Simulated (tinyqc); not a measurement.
Gate sheet resistance from two finger widths.

Question. At low frequency R = Rsh Wf/(3 L) + B/Wf, where B collects the channel and vertical terms. Find Rsh, B and the width of lowest R.

Values chosen for this exercise:
```
symbol,value,unit,meaning
L,0.42,um,channel length
```

input resistance of single fingers, contacted at one end, of width 0.72 and 6.5 um (ohm): 779.77778  104.20940

Answer. R Wf is a straight line in Wf^2; the minimum of R lies where both terms are equal.

Rsh = 3.500 ohm/square
B = 560.0 ohm um
width of lowest R = 14.20 um

Program tinyqc, `OMP_NUM_THREADS=1 python tinyqc.py 2262233 2262234 out.jsonl`; Intel Xeon 2.30GHz, shared host, one thread, about 0.01 s.
